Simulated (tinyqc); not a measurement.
Shallow donor in an anisotropic valley (effective-mass theory): sweeps and comparisons. A value that a table varies takes the place of the one given here.

One valley: H = -c [(d2/dx2 + d2/dy2)/mt + (d2/dz2)/ml] - q/(eps r), c = hbar^2/2m0, q = e^2/(4 pi eps0). Trial function exp(-sqrt((x^2 + y^2)/a^2 + z^2/b^2)) with a > b: T = (c/3)(2/(mt a^2) + 1/(ml b^2)), V = -(q/eps) atan(u/b)/u, u = sqrt(a^2 - b^2). The central cell of the impurity is left out.

Constants: hbar^2/2m0 = 3.80998211 eV angstrom^2; e^2/(4 pi eps0) = 14.39964547 eV angstrom; Ry = 13.60569312 eV; a0 (Bohr radius) = 0.5291772105 angstrom.

Values chosen for the exercise (near those of a group-V donor in Si; shifted at random, so the results belong to these values and not to a real crystal):
- mt = 0.184 m0 (transverse mass)
- eps = 11 (dielectric constant)
- xs = (1.2, 1.8, 3.9, 5, 11, 22, 33, 100) (ratios ml/mt)
- E0 = -32.7 meV (single-valley level)
- D0 = 4.78 meV (central-cell shift)
- D1 = 3.92 meV (coupling of perpendicular valleys)
- D2 = 2.9 meV (coupling of opposite valleys)
- ml = 0.925 m0 (longitudinal mass)

## Mass anisotropy

mt and eps fixed, ml varied. Energies in units of Ry*(mt) = Ry mt/eps^2 and lengths in a*(mt) = a0 eps/mt; the last two columns use one mass, 3/(1/ml + 2/mt) or (ml mt^2)^(1/3).

Results:
```
ml/mt   a/a*    b/a  binding  conductivity mass  density-of-states mass
1.20   0.962  0.937    1.062              1.059                   1.063
1.80   0.888  0.811    1.203              1.174                   1.216
3.90   0.774  0.618    1.487              1.330                   1.574
5.00   0.744  0.567    1.580              1.364                   1.710
11.0   0.665  0.431    1.874              1.435                   2.224
22.0   0.613  0.340    2.123              1.467                   2.802
33.0   0.588  0.296    2.262              1.478                   3.208
100    0.536  0.203    2.605              1.493                   4.642
```

How do the results move?

The binding grows from 1.06 to 2.60 Ry*(mt); for ml going to infinity the exact problem becomes two-dimensional, with 4 Ry*. The conductivity mass saturates at 1.5 and underbinds, by 14 % at ml/mt = 5; the density-of-states mass errs by +8 % there and by +78 % in the last row. With these mt and eps one unit is 20.69 meV.

## Strain along [001] (shallow donor in effective-mass theory, with valley-orbit splitting)

Basis: the 1s envelopes of the valleys +x, -x, +y, -y, +z, -z. Diagonal E0 - D0, element -D2 between opposite valleys and -D1 between perpendicular ones. Strain along [001] adds 2 Ds/3 to the z valleys and -Ds/3 to the others.

Ground level, gap to the next level, weight in the z valleys and contact density (sum of amplitudes)^2/6.

Results:
```
Ds (meV)  ground (meV)  gap (meV)  z weight  contact density  ground less band edge (meV)
-120           -121.47       6.89     0.991            0.428                       -41.47
-40             -70.50       9.25     0.912            0.630                       -43.83
-15             -58.45      13.87     0.654            0.897                       -48.45
-5              -56.31      18.40     0.436            0.989                       -52.98
0               -56.06      21.48     0.333            1.000                       -56.06
5               -56.28      20.03     0.249            0.991                       -54.61
15              -57.72      18.14     0.141            0.948                       -52.72
40              -64.00      16.08     0.046            0.849                       -50.66
120             -89.17      14.59     0.007            0.745                       -49.17
```

What can be read from the table?

The scale is the A1-E splitting 6 D1 = 23.5 meV. The contact density is largest without strain and falls to 0.428 and 0.745 at the ends, towards 1/3 (two valleys) and 2/3 (four valleys). The binding below the lowest band edge drops from 56.1 meV to 41.5 meV when the two z valleys are lowest and to 49.2 meV when the four others are, since fewer valleys share the coupling.

## What each parameter does

The minimum of the trial energy. Each row changes one parameter from the base and keeps the others.

Results:
```
case           E (meV)  a (angstrom)  b (angstrom)    b/a
base            -32.73         23.51         13.30  0.566
ml = 0.74 m0    -31.00         24.36         14.90  0.612
mt = 0.202 m0   -35.14         21.73         12.70  0.585
eps = 12.1      -27.05         25.86         14.63  0.566
```

What can be read from the table?

The largest shifts from the base row, up to three for each result and ties (the steps differ in size, so this ranks the rows, not the parameters). E (meV): eps +5.68, mt -2.41, ml +1.73. a (angstrom): eps +2.35, mt -1.78, ml +0.85. b (angstrom): ml +1.59, eps +1.33, mt -0.60. b/a: ml +0.046, mt +0.019; unchanged at the printed digits by eps. eps only rescales the solution (E as 1/eps^2, lengths as eps), so b/a depends on ml/mt alone.

Computed by tinyqc, a small Python program: `OMP_NUM_THREADS=1 python tinyqc.py 1281909 1281910 out.jsonl` (the numbers bound the seed that draws the inputs); one thread of a shared host (Intel(R) Xeon(R) Processor @ 2.30GHz), about 0.01 s for the whole set of steps.
